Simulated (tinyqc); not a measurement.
MOSFET in the linear regime without short-channel effects, parameter extraction from computed curves: two steps of the calculation.

Inversion charge Q = Cox n Vt W0(exp((Vg - VT)/(n Vt))), W0 the Lambert function and n = nf; u = Q/Cox; mobility mu = mu0/(1 + th1 u + th2 u^2); channel resistance Rch = (L - dL)/(W mu Q); Id = Vd/(Rch + Rsd/W). Cox = eps0 eox/tox. Small Vd, no channel-length or drain effects.

Inputs (values chosen for the exercise); channel values of the order met in silicon transistors: relative permittivity of the gate insulator (close to silicon dioxide) eox = 3.9; insulator thickness tox = 1 nm; low-field mobility mu0 = 150 cm^2/(V s); second mobility attenuation factor th2 = 0 1/V^2; threshold voltage VT = 0.26 V; gate width W = 10 um; drawn gate length L = 0.69 um; drawn less effective length dL = 0.014 um; drain voltage Vd = 0.05 V.

Constants: eps0 = 8.8541878128e-14 F/cm where lengths are in cm. Results are converted to the units shown.

Problem 1. Threshold and mobility at the peak transconductance. gm_i = (Id_(i+1) - Id_(i-1))/(Vg_(i+1) - Vg_(i-1)); at the point j of largest gm the tangent meets the axis at V_ext = Vg_j - Id_j/gm_j; field-effect mobility gm_j L/(W Cox Vd) with the drawn L.

Vg, point 0 to 10 (V): [-0.04, 0.11, 0.26, 0.41, 0.56, 0.71, 0.86, 1.01, 1.16, 1.31, 1.46]
Id, point 0 to 10 (uA): [0.054427440, 0.98008337, 10.813865, 38.656391, 72.003625, 103.27566, 130.91849, 155.00357, 175.96913, 194.28813, 210.38187]

Wanted: gm; j; V_ext; field-effect mobility.

Solution 1.

gm, point 1 to 9 (uS): [35.865, 125.59, 203.97, 215.40, 196.38, 172.43, 150.17, 130.95, 114.71]
j = 4
V_ext = 0.22572 V
field-effect mobility = 86.081 cm^2/(V s)

V_ext is 34 mV below the model VT, and the mobility so found is 44 % below mu0 L/(L - dL) = 153 cm^2/(V s), the value for the drawn L; attenuation, series resistance and the slow approach of Q to a straight line all lower the peak gm.

Problem 2. The Y function. Y_i = Id_i/sqrt(gm_i). For Id = beta Vd x/(1 + th x), x = Vg - VT, Y = sqrt(beta Vd) x whatever th. Slope s from points 6 and 9; VT_Y = Vg - Y/s at point 9; beta = s^2/Vd; mobility beta L/(W Cox) with the drawn L; th* = (beta Vd x/Id - 1)/x at point 9.

Vg, point 0 to 10 (V): [-0.04, 0.11, 0.26, 0.41, 0.56, 0.71, 0.86, 1.01, 1.16, 1.31, 1.46]
Id, point 0 to 10 (uA): [0.054427440, 0.98008337, 10.813865, 38.656391, 72.003625, 103.27566, 130.91849, 155.00357, 175.96913, 194.28813, 210.38187]
gm, point 1 to 9 (uS): [35.864791, 125.58769, 203.96587, 215.39757, 196.38288, 172.42637, 150.16882, 130.94852, 114.70913]

Find: Y; s; VT_Y; beta; mobility from Y; th*.

Solution 2.

Y, point 1 to 9 (uA^0.5 V^0.5): [0.16365, 0.96496, 2.7067, 4.9061, 7.3696, 9.9701, 12.649, 15.378, 18.140]
s = 18.156 uA^0.5 V^-0.5
VT_Y = 0.31087 V
beta = 6593.0 uA/V^2
mobility from Y = 131.74 cm^2/(V s)
th* = 0.69583 1/V

The mobility from Y is 14 % below mu0 L/(L - dL) = 153 cm^2/(V s), which it should reach in deep inversion when th2 = 0.

tinyqc, about 0.01 s, one thread, Intel Xeon 2.30GHz (shared host): `OMP_NUM_THREADS=1 python tinyqc.py 2210141 2210142 out.jsonl`
